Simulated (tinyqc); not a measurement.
## Gate sheet resistance from two finger widths

Inverse problem. At low frequency R = Rsh Wf/(3 L) + B/Wf, where B collects the channel and vertical terms. Find Rsh, B and the width of lowest R.

Values chosen for this exercise: channel length L = 0.28 um.

input resistance of single fingers, contacted at one end, of width 1.6 and 8.5 um (ohm): [150.35714, 350.39916]

Answer. R Wf is a straight line in Wf^2; the minimum of R lies where both terms are equal.

Rsh = 33.0 ohm/square
B = 140 ohm um
width of lowest R = 1.89 um

Program tinyqc, `OMP_NUM_THREADS=1 python tinyqc.py 2262119 2262120 out.jsonl`; Intel Xeon 2.30GHz, shared host, one thread, about 0.01 s.
